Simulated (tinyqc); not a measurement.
Length of a molecular wire: coherent transport through a tight-binding bridge. Computed by the program tinyqc. T = Gamma_L Gamma_R |G_1n|^2 with the self-energies of semi-infinite chains.

A uniform bridge between two chains:
```
parameter                        value
site energy (eV)              2.230000
hopping in the bridge (eV)    1.270000
lead hopping (eV)             2.880000
couplings (eV)              0.56, 0.41
E (eV)                        0.350000
```

Transmission against length:
```
sites           T     ln T
2      1.0637e-02  -4.5434
3      1.4662e-01  -1.9199
4      2.6121e-02  -3.6450
5      7.6050e-03  -4.8790
6      8.4845e-03  -4.7695
7      4.5359e-02  -3.0931
8      5.7659e-02  -2.8532
9      8.9079e-03  -4.7208
10     7.4006e-03  -4.9062
```

What does the comparison show, and why?

E lies inside the band of the bridge (|E - e|/2h = 0.740 < 1): T does not decay but oscillates with length, between 0.007 and 0.147 here, as levels of the bridge pass E.
